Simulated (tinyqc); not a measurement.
Worked calculation: growth of a silicide layer between metal and silicon: linear-parabolic kinetics, ramp anneals and Kissinger analysis. Computed by tinyqc, a small Python program that keeps every step. Command: `OMP_NUM_THREADS=1 python tinyqc.py 3006788 3006789 out.jsonl silicide walk`. One thread of a shared host (Intel(R) Xeon(R) Processor @ 2.30GHz), about 0.09 s of CPU time with the checks. Intermediate numbers are printed to about 6 digits and carried at full precision; extremes and crossings named in words are read from the listed rows.

One compound layer of thickness x grows by diffusion through itself and reaction at an interface, dx/dt = 1/(2x/K + 1/v), until the metal is used up at x = a h.

Inputs (values chosen for the exercise, modelled on Ni2Si):
```
quantity                                  value          unit
metal thickness h                           4.2            nm
silicide formed per metal thickness a      1.47             -
silicon consumed per metal thickness b     0.91             -
prefactor of the parabolic constant K   4.1e+14        nm^2/s
activation energy E of K                   1.54            eV
prefactor of the interface velocity v   1.9e+15          nm/s
activation energy E_v                      1.69            eV
temperature T                               280             C
time t                                      7.4             s
ramp rate beta                              0.5           C/s
silicide resistivity                         23  micro-ohm cm
junction depth x_j                           19            nm
```

Constants: k_B = 8.617333262e-05 eV/K.

## Final thickness

The silicide ends at the thickness a h.

final thickness = 6.174 nm

## Geometry at full reaction

Silicon consumed b h, sheet resistance rho/(final thickness) with 1 micro-ohm cm/nm = 10 ohm; margin to the junction x_j - b h.

silicon consumed = 3.822 nm

sheet resistance = 37.2530 ohm/square

margin to the junction = 15.178 nm

The layer takes 20 % of the junction depth; its surface lies 2.35 nm above the original silicon surface. Caution: so thin a film has a resistivity above the bulk value and tends to agglomerate.

## Isothermal growth

K = K0 exp(-E/(k_B T)), v = v0 exp(-E_v/(k_B T)). Temperatures in kelvin are T(C) + 273.15. x^2/K + x/v = t, so x = (K/(2v)) [sqrt(1 + 4 v^2 t/K) - 1], capped at a h; completion time t_c = (a h)^2/K + a h/v, a h being the final thickness; crossover thickness K/v.

K = 3.81737 nm^2/s

v = 0.760460 nm/s

crossover thickness = 5.01982 nm

thickness at time t = 3.36786 nm

completion time = 18.1042 s

55 % has reacted. Diffusion makes up 55 % of the completion time.

## Ramp anneal

Ramp from x = 0 at 100 C at the rate beta: dx/dT = (1/beta)/(2x/K + 1/v), integrated adaptively (tolerance 1e-9) until x = a h at T_f.

completion temperature T_f = 272.015 C

## Kissinger analysis

Plot ln(beta/T_f^2) against 1/(k_B T_f), T_f in kelvin; minus the least-squares slope estimates the activation energy.

Ramps:
```
beta (C/s)  T_f (C)  1/(k_B T_f) (1/eV)  ln(beta/T_f^2)
0.03        232.790             22.9366        -15.9594
0.1         248.856             22.2306        -14.8179
0.3         264.443             21.5861        -13.7782
1           282.641             20.8793        -12.6408
3           300.363             20.2341        -11.6050
10          321.137             19.5268        -10.4721
30          341.454             18.8813         -9.4408
```

Kissinger energy = 1.60741 eV

A thousandfold faster ramp raises the completion temperature by only 109 C. The fit gives 1.607 eV, against E = 1.54 eV for diffusion and E_v = 1.69 eV for the interface: it lies 45 % of the way from E to E_v, as both steps resist. Caution: nucleation and competing phases are left out; disilicides such as CoSi2 and the low-resistance form of TiSi2 start by nucleation and follow this law at best in part.

Checks made by the program: isothermal closed form against integration (relative difference below 1e-10).
